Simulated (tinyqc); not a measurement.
From results back to parameters: Boltzmann transport in a parabolic band with a power-law relaxation time. Five cases, with inputs chosen for the exercise.

Problem. The Seebeck coefficient and the Hall density nH = n/rH are given; md is hidden (a Pisarenko analysis).

F_j(eta) = (1/Gamma(j + 1)) integral_0^infinity x^j dx/(1 + exp(x - eta)), which tends to exp(eta) for eta << 0.

n = N F_1/2(eta) with N = 2 (m kB T/(4 pi c))^(3/2) with c = hbar^2/2m0, in 1/angstrom^3; times 1e24 for 1/cm^3, m = md.

tau = tau0 x^r with x = E/kT. With K_j = Gamma(j + 1) F_j(eta): <tau> = tau0 (r + 3/2) K_(r+1/2)/((3/2) K_(1/2)); mu = <tau>/(mc m0/e), m0/e = 5.685630e-12 kg/C; Hall factor rH = (3/2) K_(1/2) (2r + 3/2) K_(2r+1/2)/((r + 3/2) K_(r+1/2))^2; Seebeck S = -(kB/e) [(r + 5/2) K_(r+3/2)/((r + 3/2) K_(r+1/2)) - eta]; Lorenz number L = (kB/e)^2 [(r + 7/2) K_(r+5/2)/((r + 3/2) K_(r+1/2)) - ((r + 5/2) K_(r+3/2)/((r + 3/2) K_(r+1/2)))^2]; kB/e in V/K. Valley anisotropy is left out of rH.

Constants: hbar^2/2m0 = 3.80998211 eV angstrom^2; kB = 8.617333262e-05 eV/K.

Case 1.

Values chosen (out of a larger set: masses near those of GaAs; tau0 is set for a mobility of the usual size at this n, kL is a free input; freeze-out and phonon drag, which matter near 77 K, are left out; not measured data): r = 1.5 (exponent of tau); T = 500 K.

S = -693.794 microvolt/K
nH = 8.8180e+15 1/cm^3

Case 2.

Values chosen (out of a larger set: masses near those of Si; tau0 is set for a mobility of the usual size at this n, kL is a free input; freeze-out and phonon drag, which matter near 77 K, are left out; not measured data): r = 1.5 (exponent of tau); T = 300 K.

S = -412.538 microvolt/K
nH = 6.5924e+18 1/cm^3

Case 3.

Values chosen (out of a larger set: masses near those of Ge; tau0 is set for a mobility of the usual size at this n, kL is a free input; freeze-out and phonon drag, which matter near 77 K, are left out; not measured data): r = 0 (exponent of tau); T = 77 K.

S = -100.363 microvolt/K
nH = 7.7000e+18 1/cm^3

Case 4.

Values chosen (out of a larger set: masses near those of Ge; tau0 is set for a mobility of the usual size at this n, kL is a free input; freeze-out and phonon drag, which matter near 77 K, are left out; not measured data): r = 0.5 (exponent of tau); T = 500 K.

S = -216.531 microvolt/K
nH = 3.6594e+19 1/cm^3

Case 5.

Values chosen (out of a larger set: masses near those of Ge; tau0 is set for a mobility of the usual size at this n, kL is a free input; freeze-out and phonon drag, which matter near 77 K, are left out; not measured data): r = -0.5 (exponent of tau); T = 77 K.

S = -475.174 microvolt/K
nH = 3.4864e+16 1/cm^3

Find: eta; rH; n; md.

Solution. S depends on eta alone and |S| falls steadily with it; eta gives rH and so n, and N = n/F_1/2(eta) gives md from N proportional to md^(3/2).

Case 1.

eta = -4.05
rH = 1.928
n = 1.7e+16 1/cm^3
md = 0.069 m0

Case 2.

eta = -0.67
rH = 1.820
n = 1.2e+19 1/cm^3
md = 1.062 m0

Case 3.

eta = 3.67
rH = 1.000
n = 7.7e+18 1/cm^3
md = 0.549 m0

Case 4.

eta = 1.14
rH = 1.066
n = 3.9e+19 1/cm^3
md = 0.561 m0

Case 5.

eta = -3.50
rH = 1.176
n = 4.1e+16 1/cm^3
md = 0.561 m0

Computed by tinyqc, one run a case: `OMP_NUM_THREADS=1 python tinyqc.py N N+1 out.jsonl` with N = 1650945, 1650978, 1650995, 1651017, 1651070; one thread of a shared Intel(R) Xeon(R) Processor @ 2.30GHz, about 0.01 s a run at most.
